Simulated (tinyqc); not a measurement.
What moves the results: smearing for a one-band metal on the bcc lattice. A value that a table varies takes the place of the one given here.

Lattice vectors (units of a): a1 = (-1/2, 1/2, 1/2), a2 = (1/2, -1/2, 1/2), a3 = (1/2, 1/2, -1/2). E(k) = -t A_1(k) - t2 A_2(k), A_m the sum of cos(k . R) over the 8 nearest and 6 second lattice vectors. Mesh k = sum (j_i/N) b_i, j_i = 0 .. N-1.

With x = (E_k - mu)/sigma: Fermi-Dirac f = 1/(1 + exp(x)), s = -f ln f - (1 - f) ln(1 - f); Gaussian f = erfc(x)/2, s = exp(-x^2)/(2 sqrt(pi)); Methfessel-Paxton (first order) f = erfc(x)/2 - x exp(-x^2)/(2 sqrt(pi)), s = (1 - 2 x^2) exp(-x^2)/(4 sqrt(pi)); cold (Marzari-Vanderbilt) with y = x + 1/sqrt(2), f = erfc(y)/2 + exp(-y^2)/sqrt(2 pi), s = y exp(-y^2)/sqrt(2 pi). With weights w = points/N^d (d the dimension), mu solves 2 sum w f = ne; E = 2 sum w f E_k, S = 2 sum w s, F = E - sigma S.

With x = (E_k - mu)/sigma: Gaussian f = erfc(x)/2, s = exp(-x^2)/(2 sqrt(pi)); Methfessel-Paxton (first order) f = erfc(x)/2 - x exp(-x^2)/(2 sqrt(pi)), s = (1 - 2 x^2) exp(-x^2)/(4 sqrt(pi)). With weights w = points/N^d (d the dimension), mu solves 2 sum w f = ne; E = 2 sum w f E_k, S = 2 sum w s, F = E - sigma S.

With x = (E_k - mu)/sigma: cold (Marzari-Vanderbilt) with y = x + 1/sqrt(2), f = erfc(y)/2 + exp(-y^2)/sqrt(2 pi), s = y exp(-y^2)/sqrt(2 pi). With weights w = points/N^d (d the dimension), mu solves 2 sum w f = ne; E = 2 sum w f E_k, S = 2 sum w s, F = E - sigma S.

Parameters, chosen for this exercise:
- t = 0.65 eV (nearest hopping)
- t2 = 0.19 eV (second hopping)
- ne = 0.79 (electrons per cell)
- N = 4 (unshifted mesh)
- sigma = 0.065 eV (width)

## Error of each scheme against the width

All on the dense mesh N = 40. The reference is F of first-order Methfessel-Paxton smearing with sigma = 0.05 t on the mesh N = 40; it moves by 0.03 meV on the mesh N = 50; in three dimensions such meshes can agree by chance and the reference may be off by about 1 meV, so smaller errors are not resolved.

Errors (meV per cell):
```
sigma (eV)     FD F  FD (E+F)/2  Gauss F  Gauss (E+F)/2   MP F  cold F
0.065         -3.00       -0.01    -0.47          -0.01  -0.01   -0.03
0.098         -6.76        0.06    -1.03          -0.01  -0.01   -0.06
0.130        -12.09        0.16    -1.83          -0.02  -0.01   -0.14
0.195        -27.48        0.21    -4.08          -0.02   0.01   -0.36
0.260        -48.85       -0.47    -7.26           0.04   0.11   -0.73
0.390       -107.35       -5.52   -16.47           0.23   0.55   -2.16
0.520       -183.32      -16.33   -29.50           0.33   1.13   -4.75
```

reference = -1.44609 eV

How do the results move?

Doubling sigma from 0.130 to 0.260 eV multiplies the error of F by 4.0 (Fermi-Dirac) and 4.0 (Gaussian); a pure sigma^2 term would give 4. At the smallest width Fermi-Dirac errs 6.4 times as much as Gaussian, against 2 pi^2/3 = 6.6 for the ratio of the sigma^2 terms at equal sigma. At the largest width the sizes of the errors rank Gauss (E+F)/2 0.3, MP F 1.1, cold F 4.7, FD (E+F)/2 16.3, Gauss F 29.5, FD F 183.3 meV; below about 1 meV this order, and the ratios at the smallest width, carry the noise of the mesh.

## Mesh against width

Gaussian smearing, (E + F)/2. The reference is F of first-order Methfessel-Paxton smearing with sigma = 0.05 t on the mesh N = 40; it moves by 0.03 meV on the mesh N = 50; in three dimensions such meshes can agree by chance and the reference may be off by about 1 meV, so smaller errors are not resolved.

Errors (meV per cell):
```
N   sigma = 0.05 t  sigma = 0.15 t  sigma = 0.4 t
4           130.69          124.49         109.03
6            26.35           25.92          28.80
8            19.90           18.24          15.67
12            6.89            6.02           4.04
16            0.99            0.99           0.69
24           -0.20           -0.28          -0.18
```

reference = -1.44609 eV

How do the results move?

First N from which the value stays within 2 meV of its last entry (which need not be the best one): 16 for sigma = 0.05 t, 16 for sigma = 0.15 t, 16 for sigma = 0.4 t. At the last mesh the errors are -0.20, -0.28 and -0.18 meV. By this 2 meV bar the wider smearing does not converge sooner. The smallest error belongs to 0.05 t on 0, 0.15 t on 1, 0.4 t on 5 of the 6 meshes.

## What moves the results of cold (Marzari-Vanderbilt) smearing

All sums formed anew. Each row changes one parameter from the base and keeps the others.

Results:
```
case             mu (eV)   E (eV)       S   F (eV)
base              0.3588  -1.3123  0.1329  -1.3209
N = 8             0.0104  -1.4254  0.0280  -1.4273
sigma = 0.13 eV   0.3377  -1.3123  0.1329  -1.3296
ne = 0.89         0.3715  -1.2743  0.1553  -1.2844
t2 = 0.255 eV     0.4888  -1.3721  0.1329  -1.3807
t = 0.715 eV      0.3588  -1.4261  0.1329  -1.4347
```

How do the results move?

The largest shifts from the base row, up to three for each result and ties (the steps differ in size, so this ranks the rows, not the parameters). mu (eV): N -0.3484, t2 +0.1300, sigma -0.0212; unchanged at the printed digits by t. E (eV): t -0.1137, N -0.1131, t2 -0.0598; unchanged at the printed digits by sigma. S: N -0.1049, ne +0.0224; unchanged at the printed digits by sigma, t2 and t. F (eV): t -0.1137, N -0.1063, t2 -0.0598.

Program tinyqc; command `OMP_NUM_THREADS=1 python tinyqc.py 1651222 1651223 out.jsonl`; about 0.2 s on one thread of a shared Intel(R) Xeon(R) Processor @ 2.30GHz.
